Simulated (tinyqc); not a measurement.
Electromigration in a confined line: Blech product, Korhonen stress evolution and Black's law. Changing the test temperature T. Computed by tinyqc, a small Python program. Command: `OMP_NUM_THREADS=1 python tinyqc.py 3011007 3011008 out.jsonl emigr sweep`. One thread of a shared host (Intel(R) Xeon(R) Processor @ 2.30GHz), about 0.01 s of CPU time with the checks.

The electron wind pushes atoms from the cathode (x = 0) to the anode (x = L); blocking ends build a back stress (tension positive). The input rho is taken not to change with temperature. d sigma/dt = d/dx [kappa (d sigma/dx + G)], with zero flux at both ends and sigma = sigma_0 at t = 0.

Inputs (values chosen for the exercise, close to those used for copper lines):

| quantity | value | unit |
|---|---|---|
| resistivity rho | 2.68 | micro-ohm cm |
| atomic volume Omega | 11.8 | angstrom^3 |
| effective charge number Z* | 1.8 | - |
| prefactor D0 | 2.6e-08 | m^2/s |
| activation energy E | 0.889 | eV |
| effective modulus B | 27 | GPa |
| critical stress sigma_c | 190 | MPa |
| initial stress sigma_0 | 52 | MPa |
| current density j | 1.7 | MA/cm^2 |
| line length L | 34 | um |
| use temperature T_u | 110 | C |
| use current density j_u | 0.79 | MA/cm^2 |
| current exponent n | 1 | - |

Start: thermal stress.

Constants: e = 1.602176634e-19 C; k_B = 8.617333262e-05 eV/K; k_B = 1.380649e-23 J/K.

Method:
- G = Z* e rho j/Omega; D = D0 exp(-E/(k_B T)); kappa = D B Omega/(k_B T); drift velocity of an unconfined line v = D Z* e rho j/(k_B T). SI: 1 micro-ohm cm = 1e-8 ohm m, 1 MA/cm^2 = 1e10 A/m^2.
- Temperatures in kelvin are T(C) + 273.15.
- At steady state sigma(x) = sigma_0 + G (L/2 - x). A void forms only if the cathode stress reaches sigma_c, that is if j L exceeds (j L)_c = 2 Omega (sigma_c - sigma_0)/(Z* e rho). Time scale tau = L^2/kappa.
- Median life t50 = A j^(-n) exp(E/(k_B T)); acceleration factor = t50(use)/t50(test) = (j/j_u)^n exp[(E/k_B)(1/T_u - 1/T)].

One run for each value:

| test temperature T (C) | tau (h) | drift velocity (nm/h) | acceleration factor | critical product (j L)_c (A/cm) |
|---|---|---|---|---|
| 150 | 8.7727e+03 | 5.4343e-02 | 2.7428e+01 | 4213.8 |
| 175 | 2.3845e+03 | 1.9993e-01 | 1.0687e+02 | 4213.8 |
| 200 | 7.4600e+02 | 6.3905e-01 | 3.6066e+02 | 4213.8 |
| 225 | 2.6296e+02 | 1.8130e+00 | 1.0772e+03 | 4213.8 |
| 250 | 1.0265e+02 | 4.6444e+00 | 2.8981e+03 | 4213.8 |
| 275 | 4.3755e+01 | 1.0896e+01 | 7.1238e+03 | 4213.8 |
| 300 | 2.0131e+01 | 2.3681e+01 | 1.6189e+04 | 4213.8 |
| 325 | 9.9014e+00 | 4.8148e+01 | 3.4352e+04 | 4213.8 |
| 350 | 5.1639e+00 | 9.2322e+01 | 6.8621e+04 | 4213.8 |

What does the table show, and why?

Over the rows, tau (h) falls from 8770 to 5.16; drift velocity (nm/h) rises from 0.0543 to 92.3. With rho, Z* and sigma_c held fixed the critical product does not depend on temperature; only the clock does.

Caution (all rows): j_u L lies below the critical product, so the acceleration factor is formal: at use the line would not void.
